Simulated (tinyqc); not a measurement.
Worked calculation: tight binding, honeycomb lattice. One step of it, computed by the program tinyqc.

Problem. Levels at k. Diagonalise the Hermitian matrix.

H(k) at k (eV), order A, B:
$$\begin{pmatrix}
-0.006774 & -2.540000+2.722000i \\
-2.540000-2.722000i & -0.180531
\end{pmatrix}$$

Give: eigenvalues; weights |c|^2 of the basis functions.

Solution.

eigenvalues (eV): [-3.8177, 3.6304]

weights |c|^2 of the basis functions, order A, B:
$$\begin{pmatrix}
0.4883 & 0.5117 \\
0.5117 & 0.4883
\end{pmatrix}$$
